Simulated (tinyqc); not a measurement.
Kinetics of strain relaxation and threading dislocations in mismatched semiconductor layers: one step, computed by the program tinyqc. Command: `OMP_NUM_THREADS=1 python tinyqc.py 3014643 3014644 out.jsonl threading walk`. One thread of a shared host (Intel(R) Xeon(R) Processor @ 2.30GHz), about 0.01 s of CPU time with the checks.

60-degree dislocations on {111} planes of a (001) layer, isotropic elasticity. The Schmid factor is 1/sqrt(6), and a misfit segment relieves strain with b/2.

Problem. Graded buffer. In steady grading, strain is fed at R_f R_g and relieved at (b/4) rho v. As a glide-limited estimate, the driving stress is taken as the mean stress of the strained top zone, whose depth z solves R_f z/2 = e_eq(z), with strain R_f z at the surface; tau_g = S R_f z/2 is its mean; then rho = 4 R_f R_g/(b m tau_g), m = v0 exp(-Q/(k_B T_g)), S = (1/sqrt 6) 2 G (1 + nu)/(1 - nu), e_eq(z) = b (1 - nu/4) [ln(z/b) + 1]/(4 pi (1 + nu) z).

Inputs (values chosen for the exercise, modelled on Si(0.7)Ge(0.3) on Si):

| quantity | value | unit |
|---|---|---|
| misfit f | 0.0126 | - |
| shear modulus G | 61.3 | GPa |
| Poisson ratio nu | 0.27 | - |
| Burgers vector b | 3.89 | angstrom |
| glide activation energy Q | 2.01 | eV |
| velocity prefactor v0 | 22000 | m/s per MPa |
| grading rate (misfit per thickness) R_f | 0.0077 | 1/micrometre |
| growth temperature of the buffer T_g | 812 | K |
| growth rate R_g | 3 | nm/s |

Constants: k_B = 8.617333262e-05 eV/K.

Give: depth z of the strained zone; stress tau_g; thread density of the buffer; buffer thickness f/R_f.

Solution.

depth z of the strained zone = 207.29 nm

stress tau_g = 69.492 MPa

thread density of the buffer = 4.6417e+07 1/cm^2

buffer thickness f/R_f = 1.6364 micrometre

Raising T_g by 50 K would lower this density by a factor 5.3: fast glide lets few threads do the work.
